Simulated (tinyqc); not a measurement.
Worked calculation: empirical pseudopotential in a few plane waves. Computed by tinyqc, a small Python program that keeps every step. Settings: plane-wave index or count = 15. Command: `OMP_NUM_THREADS=1 python tinyqc.py 28102 28103 out.jsonl` (the two numbers bound the seeds that draw the settings). One thread of a shared host (Intel(R) Xeon(R) Processor @ 2.60GHz), about 0.2 s of CPU time with the checks.

## Bloch Hamiltonian at k

Parameters chosen for this model: fcc lattice, atoms at +/- a/8 (1,1,1); form factors in rydberg at |G|^2 in units of (2 pi/a)^2:
```
parameter                 value      unit
a                      5.660000  angstrom
VS(3)                 -0.205000        Ry
VS(8)                  0.049000        Ry
VS(11)                 0.057000        Ry
VA(3)                  0.098000        Ry
VA(4)                  0.058000        Ry
VA(11)                 0.036000        Ry
hbar^2/2m (2 pi/a)^2   4.695154        eV
```

k point k (2 pi / a): [-0.350000, -0.390000, 0.290000]

Basis: the 15 shortest G (labels in 2 pi/a), the same at every k. H(G,G') = c |k + G|^2 delta + VS(|G-G'|^2) cos((G-G').tau) + i VA sin((G-G').tau), tau = a/8 (1,1,1); 1 Ry = 13.605693 eV.

H(k) at k (eV), order +0+0+0, -1-1-1, -1-1+1, -1+1-1, -1+1+1, +1-1-1, +1-1+1, +1+1-1, +1+1+1, -2+0+0, +0-2+0, +0+0-2, +0+0+2, +0+2+0, +2+0+0:
```
[[1.684152, 1.972239+0.942826i, -1.972239+0.942826i, -1.972239+0.942826i, -1.972239-0.942826i, -1.972239+0.942826i, -1.972239-0.942826i, -1.972239-0.942826i, 1.972239-0.942826i, 0.000000+0.789130i, 0.000000+0.789130i, 0.000000+0.789130i, 0.000000-0.789130i, 0.000000-0.789130i, 0.000000-0.789130i],
 [1.972239-0.942826i, 19.995250, 0.000000-0.789130i, 0.000000-0.789130i, -0.666679, 0.000000-0.789130i, -0.666679, -0.666679, 0.000000, -1.972239-0.942826i, -1.972239-0.942826i, -1.972239-0.942826i, -0.548379+0.346344i, -0.548379+0.346344i, -0.548379+0.346344i],
 [-1.972239-0.942826i, 0.000000+0.789130i, 25.441628, 0.666679, 0.000000-0.789130i, 0.666679, 0.000000-0.789130i, 0.000000, -0.666679, -1.972239+0.942826i, -1.972239+0.942826i, 0.548379+0.346344i, 1.972239-0.942826i, -0.548379-0.346344i, -0.548379-0.346344i],
 [-1.972239-0.942826i, 0.000000+0.789130i, 0.666679, 12.670811, 0.000000-0.789130i, 0.666679, 0.000000, 0.000000-0.789130i, -0.666679, -1.972239+0.942826i, 0.548379+0.346344i, -1.972239+0.942826i, -0.548379-0.346344i, 1.972239-0.942826i, -0.548379-0.346344i],
 [-1.972239+0.942826i, -0.666679, 0.000000+0.789130i, 0.000000+0.789130i, 18.117189, 0.000000, 0.666679, 0.666679, 0.000000-0.789130i, 1.972239+0.942826i, -0.548379+0.346344i, -0.548379+0.346344i, -1.972239-0.942826i, -1.972239-0.942826i, 0.548379-0.346344i],
 [-1.972239-0.942826i, 0.000000+0.789130i, 0.666679, 0.666679, 0.000000, 13.422035, 0.000000-0.789130i, 0.000000-0.789130i, -0.666679, 0.548379+0.346344i, -1.972239+0.942826i, -1.972239+0.942826i, -0.548379-0.346344i, -0.548379-0.346344i, 1.972239-0.942826i],
 [-1.972239+0.942826i, -0.666679, 0.000000+0.789130i, 0.000000, 0.666679, 0.000000+0.789130i, 18.868413, 0.666679, 0.000000-0.789130i, -0.548379+0.346344i, 1.972239+0.942826i, -0.548379+0.346344i, -1.972239-0.942826i, 0.548379-0.346344i, -1.972239-0.942826i],
 [-1.972239+0.942826i, -0.666679, 0.000000, 0.000000+0.789130i, 0.666679, 0.000000+0.789130i, 0.666679, 6.097596, 0.000000-0.789130i, -0.548379+0.346344i, -0.548379+0.346344i, 1.972239+0.942826i, 0.548379-0.346344i, -1.972239-0.942826i, -1.972239-0.942826i],
 [1.972239+0.942826i, 0.000000, -0.666679, -0.666679, 0.000000+0.789130i, -0.666679, 0.000000+0.789130i, 0.000000+0.789130i, 11.543974, -0.548379-0.346344i, -0.548379-0.346344i, -0.548379-0.346344i, -1.972239+0.942826i, -1.972239+0.942826i, -1.972239+0.942826i],
 [0.000000-0.789130i, -1.972239+0.942826i, -1.972239-0.942826i, -1.972239-0.942826i, 1.972239-0.942826i, 0.548379-0.346344i, -0.548379-0.346344i, -0.548379-0.346344i, -0.548379+0.346344i, 27.037981, 0.666679, 0.666679, -0.666679, -0.666679, 0.000000],
 [0.000000-0.789130i, -1.972239+0.942826i, -1.972239-0.942826i, 0.548379-0.346344i, -0.548379-0.346344i, -1.972239-0.942826i, 1.972239-0.942826i, -0.548379-0.346344i, -0.548379+0.346344i, 0.666679, 27.789205, 0.666679, -0.666679, 0.000000, -0.666679],
 [0.000000-0.789130i, -1.972239+0.942826i, 0.548379-0.346344i, -1.972239-0.942826i, -0.548379-0.346344i, -1.972239-0.942826i, -0.548379-0.346344i, 1.972239-0.942826i, -0.548379+0.346344i, 0.666679, 0.666679, 15.018388, 0.000000, -0.666679, -0.666679],
 [0.000000+0.789130i, -0.548379-0.346344i, 1.972239+0.942826i, -0.548379+0.346344i, -1.972239+0.942826i, -0.548379+0.346344i, -1.972239+0.942826i, 0.548379+0.346344i, -1.972239-0.942826i, -0.666679, -0.666679, 0.000000, 25.911144, 0.666679, 0.666679],
 [0.000000+0.789130i, -0.548379-0.346344i, -0.548379+0.346344i, 1.972239+0.942826i, -1.972239+0.942826i, -0.548379+0.346344i, 0.548379+0.346344i, -1.972239+0.942826i, -1.972239-0.942826i, -0.666679, 0.000000, -0.666679, 0.666679, 13.140326, 0.666679],
 [0.000000+0.789130i, -0.548379-0.346344i, -0.548379+0.346344i, -0.548379+0.346344i, 0.548379+0.346344i, 1.972239+0.942826i, -1.972239+0.942826i, -1.972239+0.942826i, -1.972239-0.942826i, 0.000000, -0.666679, -0.666679, 0.666679, 0.666679, 13.891551]]
```

## Levels at k

Diagonalise the Hermitian matrix.

eigenvalues (eV): [-1.939521, 5.245622, 8.970205, 9.213545, 12.456953, 14.294335, 14.484832, 17.966969, 18.599381, 18.939813, 19.639676, 25.500094, 27.167386, 28.033413, 32.056941]

## Bands along a path

The same steps at evenly spaced points between the labelled ones.

Bands along the path (eV), lowest eight:
```
k            band 1    band 2    band 3    band 4     band 5     band 6     band 7     band 8
L         -1.248657  4.076234  9.132404  9.132404  12.221055  14.284112  14.284112  18.496685
L-G 0.33  -2.007896  5.355162  9.200082  9.200082  12.320664  14.390509  14.390509  18.408591
L-G 0.67  -2.757204  7.822077  9.605760  9.605760  12.837399  14.367597  14.367597  15.411538
G         -3.038440  9.910625  9.910625  9.910625  12.541308  13.852301  13.852301  13.852301
G-X 0.33  -2.662398  7.999088  9.022917  9.022917  12.791997  14.424271  15.457374  15.457374
G-X 0.67  -1.645407  5.610748  8.009028  8.009028  11.720912  12.731444  18.529982  18.529982
X         -0.598984  4.182326  7.765874  7.765874  11.562799  11.887591  22.125569  22.125569
```

With 4 band(s) filled, the highest filled level on these points lies at G and the lowest empty one at X: a gap of 1.6522 eV, indirect. This holds for the small fixed basis; with all plane waves up to |k + G|^2 = 21 (2 pi/a)^2 the gap along the path is 1.36 eV.

## Convergence with the number of plane waves

Levels at G counted from the fourth one.

Levels (eV):
```
plane waves     level 1   level 5   level 8
9            -14.952634  1.578260  3.061639
15           -12.949065  2.630684  3.941676
27           -12.104588  2.411106  4.333744
51           -12.056923  2.368727  4.376276
59           -12.062312  2.369301  4.197254
65           -12.059417  2.372194  4.160538
89           -12.041214  2.374118  4.175192
```
